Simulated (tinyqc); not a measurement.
## Slope factor and drain-induced lowering from three currents

Problem. With source and body at 0 V, I = A exp((Vg + dd Vd)/(nf Vt)) (1 - exp(-Vd/Vt)). Find nf, the swing nf Vt ln 10 and dd.

Inputs (values chosen for the exercise): temperature T = 330 K.

Constants: q = 1.602176634e-19 C, kB = 1.380649e-23 J/K, Vt = kB T/q. Results are converted to the units shown.

currents at (Vg, Vd) = (0, 0.05), (0, 0.8) and (0.08, 0.8) V (nA/um): [0.0029779094, 0.072405884, 0.71298149]

Solution. The pair at equal Vd gives nf; the pair at equal Vg, after dividing out the factors 1 - exp(-Vd/Vt), gives dd.

nf = 1.230
swing = 80.54 mV/decade
dd = 0.1400

Numbers from tinyqc (`OMP_NUM_THREADS=1 python tinyqc.py 2242096 2242097 out.jsonl`; about 0.03 s on one thread of a shared Intel Xeon 2.30GHz).
